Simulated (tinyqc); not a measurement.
# Double-gate transistor below threshold, two-dimensional Poisson equation on a small mesh: several studies

Half of a symmetric double-gate structure: row 0 is the mid-plane of the body, where the normal field vanishes. Mobile charge is neglected (subthreshold), the body is fully depleted, and potentials are counted from the intrinsic level; rows run upward to the gate, columns from source to drain.

Inputs (values chosen for the exercise); semiconductor permittivity made up: temperature T = 350 K; relative permittivity of the semiconductor eps_r = 13.7; relative permittivity of the insulator eox = 7.5; half the body thickness tb = 3 nm; insulator thickness tox = 3.3 nm; channel length L = 39 nm; acceptor density of the depleted body Na = 9.1e17 cm^-3; potential of the source Vbi = 0.47 V; gate offset Vfb = 0.03 V; gate voltage Vg = 0.05 V; drain voltage Vd = 1 V.

Constants: q = 1.602176634e-19 C, kB = 1.380649e-23 J/K, Vt = kB T/q, eps0 = 8.8541878128e-14 F/cm where lengths are in cm. Results are converted to the units shown.

Each table varies one quantity; the others keep the values above.

## Effect of the channel length

Mesh: rows i = 0..12 in the semiconductor (step hs = tb/12, row 12 on the interface), then 8 step(s) ho = tox/8 up to the gate row 20; columns j = 0..80 (step hy = L/80). Box integration, divided by eps0: up_i = eps hy/h of the interval above row i, dn_i = that of the interval below (0 for row 0), lat_i = (sum of eps h/2 over the intervals above and below)/hy, s_i = -q Na w_i hy/eps0 with w_i the semiconductor height of the box (hs/2 for row 0 and the interface row, hs between, 0 in the insulator). Each free node obeys (up + dn + 2 lat) psi = up psi(above) + dn psi(below) + lat [psi(left) + psi(right)] + s. Fixed values: gate row Vg - Vfb; column 0 at Vbi and the last column at Vbi + Vd in the semiconductor, each running linearly to Vg - Vfb across the insulator. The system is solved directly. On row 0 the minimum of psi and its place come from a parabola through the three lowest nodes; barrier = Vbi - minimum, swing = Vt ln 10/(d psi/dVg), DIBL = (d psi/dVd)/(d psi/dVg) there. Lambda = pi/k with k the smallest positive root of tan(k tox) tan(k tb) = eox/eps_r.

Effect of the channel length:

| L (nm) | L/Lambda | barrier (V) | place y/L | swing (mV/decade) | DIBL (mV/V) |
|---|---|---|---|---|---|
| 14 | 0.9016 | 0.08523 | 0.2617 | 176.9 | 263.3 |
| 17 | 1.095 | 0.1720 | 0.3200 | 125.7 | 167.7 |
| 21 | 1.352 | 0.2667 | 0.3615 | 99.13 | 97.48 |
| 25 | 1.610 | 0.3347 | 0.3861 | 86.83 | 59.28 |
| 30 | 1.932 | 0.3906 | 0.4060 | 79.00 | 33.17 |
| 37 | 2.383 | 0.4343 | 0.4241 | 73.85 | 15.41 |
| 45 | 2.898 | 0.4580 | 0.4377 | 71.34 | 6.651 |
| 54 | 3.477 | 0.4694 | 0.4481 | 70.20 | 2.640 |

As L goes from 14 to 54 nm, the barrier rises from 0.0852 to 0.469 V, the swing falls from 177 to 70.2 mV a decade and DIBL falls from 263 to 2.64 mV/V; the ideal swing is 69.4. L/Lambda goes from 0.90 to 3.5. Between the last two rows DIBL decays with a length of 9.74 nm; 2 Lambda/pi is 9.89 nm. For L = 14 to 17 nm the barrier is under 6 Vt, so mobile charge, neglected here, begins to count.

## Effect of the gate voltage

Same model as above.

Result of one run:

| Vg (V) | L/Lambda | barrier (V) | place y/L | swing (mV/decade) | DIBL (mV/V) |
|---|---|---|---|---|---|
| 0.2 | 2.512 | 0.2997 | 0.4108 | 73.30 | 10.91 |

What becomes of these results when the gate voltage Vg is changed from 0.2 to -0.2 V, all else the same?

Result of the changed run:

| Vg (V) | L/Lambda | barrier (V) | place y/L | swing (mV/decade) | DIBL (mV/V) |
|---|---|---|---|---|---|
| -0.2 | 2.512 | 0.6804 | 0.4450 | 72.78 | 14.19 |

The whole series:

| Vg (V) | L/Lambda | barrier (V) | place y/L | swing (mV/decade) | DIBL (mV/V) |
|---|---|---|---|---|---|
| -0.2 | 2.512 | 0.6804 | 0.4450 | 72.78 | 14.19 |
| -0.12 | 2.512 | 0.6041 | 0.4406 | 72.83 | 13.72 |
| -0.04 | 2.512 | 0.5278 | 0.4353 | 72.90 | 13.17 |
| 0.04 | 2.512 | 0.4517 | 0.4290 | 72.99 | 12.54 |
| 0.12 | 2.512 | 0.3756 | 0.4210 | 73.12 | 11.80 |
| 0.2 | 2.512 | 0.2997 | 0.4108 | 73.30 | 10.91 |

As Vg goes from -0.2 to 0.2 V, the barrier falls from 0.680 to 0.300 V, the swing rises from 72.8 to 73.3 mV a decade and DIBL falls from 14.2 to 10.9 mV/V; the ideal swing is 69.4. The barrier top moves from y/L = 0.445 to 0.411, towards the source.

## Choice of the relaxation factor

Mesh: rows i = 0..3 in the semiconductor (step hs = tb/3, row 3 on the interface), then 2 step(s) ho = tox/2 up to the gate row 5; columns j = 0..6 (step hy = L/6). Sweeps go row by row from row 0, left to right, psi(new) = psi + omega (t - psi) with t the value that solves the node equation for the newest neighbours; free nodes start at zero; stop when the largest change is below 1e-7 V.

Choice of the relaxation factor:

| omega | sweeps |
|---|---|
| 1 | 226 |
| 1.1 | 188 |
| 1.2 | 155 |
| 1.3 | 126 |
| 1.4 | 100 |
| 1.5 | 76 |
| 1.6 | 52 |
| 1.7 | 44 |
| 1.8 | 66 |
| 1.9 | 138 |

Gauss-Seidel (omega = 1) takes 226 sweeps; the fewest, 44, are at omega = 1.7, and omega = 1.9 takes 138. The Jacobi matrix of this mesh has spectral radius rho = 0.9749, so theory puts the best factor at 2/(1 + sqrt(1 - rho^2)) = 1.64.

Program tinyqc, `OMP_NUM_THREADS=1 python tinyqc.py 2480012 2480013 out.jsonl`; Intel Xeon 2.30GHz, shared host, one thread, about 0.2 s.
